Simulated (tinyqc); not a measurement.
Scale length and barrier from the threshold roll-off.

Problem. For L well above Lambda the threshold falls by 2 m sqrt(A (A + Vds)) exp(-pi L/(2 Lambda)), A being the height of the source potential over the barrier top; the two values follow this form. Find Lambda and A.

Parameters, values chosen for the exercise:
- m = 1 (long-channel body factor)
- Vds = 0.7 V (drain voltage)

threshold lowering at L = 27 and 43 nm (mV): 56.612319  8.5615773

Solution. The ratio of the two values gives Lambda; the prefactor gives A (A + Vds), a quadratic with one positive root.

Lambda = 13.3 nm
A = 0.420 V

Numbers from tinyqc (`OMP_NUM_THREADS=1 python tinyqc.py 2420085 2420086 out.jsonl`; about 0.01 s on one thread of a shared Intel Xeon 2.30GHz).
